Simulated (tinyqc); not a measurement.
# Resistance of a source-drain extension with a graded tip: effects of single changes

y runs along the channel, the gate covers y > 0. The doping is N0 for y < y0 and N0 10^(-(y - y0)/la) beyond, uniform over the depth xj. Sheet conductance s(y) = q mu(N) max(N - Nch, 0) xj + (for y > 0) ma Cox Vo, with mu(N) = u0 + (u1 - u0)/(1 + (N/Nr)^au) and Cox = eps0 eox/tox. Current is taken as one-dimensional; depletion of the tip, spreading and the contact are left out. The metallurgical junction lies at yj, where N = Nch.

Parameters, values chosen for the exercise; mobility law close to that of electrons in silicon: relative permittivity of the gate insulator (close to silicon nitride) eox = 7.44; insulator thickness tox = 1.9 nm; active doping of the extension far from the gate N0 = 1.7e20 cm^-3; lateral abruptness la = 5.9 nm/decade; position under the gate where the fall begins (gate edge at 0) y0 = 4.1 nm; depth of the extension xj = 12 nm; channel doping Nch = 2.4e18 cm^-3; spacer length Ls = 10 nm; gate overdrive Vo = 0.38 V; mobility of the gate-induced layer ma = 150 cm^2/(V s); mobility at low doping u1 = 1414 cm^2/(V s); mobility at high doping u0 = 68.5 cm^2/(V s); reference doping Nr = 9.2e16 cm^-3; exponent au = 0.711; gate length Lg = 90 nm.

Constants: q = 1.602176634e-19 C, eps0 = 8.8541878128e-14 F/cm where lengths are in cm. Results are converted to the units shown.

Each table varies one quantity; the others keep the values above.

## Abruptness at a fixed junction position

R_spacer = integral of dy/s from -Ls to 0, R_ov from 0 to yj, R_channel = (Lg - 2 yj)/(ma Cox Vo), R_total = 2 R_spacer + 2 R_ov + R_channel. Electrical length L_eff = ma Cox dR_total/d(1/Vo); R_series = R_total - L_eff/(ma Cox Vo). y0 is moved with la so that yj stays at 15.016 nm.

The same in every row: yj (nm) = 15.02; R_channel (ohm um) = 303.4.

Abruptness at a fixed junction position:

| la (nm/decade) | R_spacer (ohm um) | R_ov (ohm um) | R_total (ohm um) | L_eff (nm) | R_series (ohm um) |
|---|---|---|---|---|---|
| 1 | 4.145 | 9.021 | 329.8 | 61.05 | 20.85 |
| 2.3 | 4.145 | 13.27 | 338.3 | 62.23 | 23.35 |
| 3.6 | 4.145 | 17.52 | 346.8 | 63.42 | 25.86 |
| 4.9 | 4.145 | 21.76 | 355.3 | 64.60 | 28.36 |
| 6.1 | 4.145 | 25.68 | 363.1 | 65.70 | 30.67 |
| 7.4 | 4.145 | 29.93 | 371.6 | 66.88 | 33.17 |
| 8.7 | 4.212 | 34.12 | 380.1 | 68.06 | 35.72 |
| 10 | 4.864 | 37.85 | 388.9 | 69.20 | 38.68 |

Read the table: what changes, and by how much?

As la goes from 1 to 10 nm/decade, R_total rises from 330 to 389 ohm um, R_spacer rises from 4.14 to 4.86 ohm um and R_ov rises from 9.02 to 37.8 ohm um. R_total changes on average by 6.57 ohm um for each nm/decade. L_eff exceeds the metallurgical length by 1.08 nm in the first row and 9.24 nm in the last, since the gate also controls the lightly doped tips.

## Effect of the active doping of the extension far from the gate

Same model as above.

Effect of the active doping of the extension far from the gate:

| N0 (cm^-3) | yj (nm) | R_spacer (ohm um) | R_ov (ohm um) | R_channel (ohm um) | R_total (ohm um) | L_eff (nm) | R_series (ohm um) |
|---|---|---|---|---|---|---|---|
| 2e19 | 9.533 | 30.41 | 25.77 | 358.9 | 471.3 | 77.08 | 81.26 |
| 3.1e19 | 10.66 | 20.29 | 25.79 | 347.6 | 439.7 | 74.59 | 62.28 |
| 4.7e19 | 11.72 | 13.84 | 25.65 | 336.8 | 415.8 | 72.30 | 49.91 |
| 7.2e19 | 12.82 | 9.319 | 25.44 | 325.7 | 395.2 | 70.01 | 40.98 |
| 1.1e20 | 13.90 | 6.264 | 25.23 | 314.7 | 377.7 | 67.78 | 34.74 |
| 1.7e20 | 15.02 | 4.145 | 25.03 | 303.4 | 361.8 | 65.51 | 30.28 |
| 2.6e20 | 16.11 | 2.758 | 24.88 | 292.4 | 347.7 | 63.32 | 27.29 |
| 4e20 | 17.21 | 1.818 | 24.77 | 281.3 | 334.4 | 61.10 | 25.22 |

As N0 goes from 2e19 to 4e20, R_total falls from 471 to 334 ohm um, L_eff falls from 77.1 to 61.1 nm and R_series falls from 81.3 to 25.2 ohm um.

Program tinyqc, `OMP_NUM_THREADS=1 python tinyqc.py 2282278 2282279 out.jsonl`; Intel Xeon 2.30GHz, shared host, one thread, about 0.03 s.
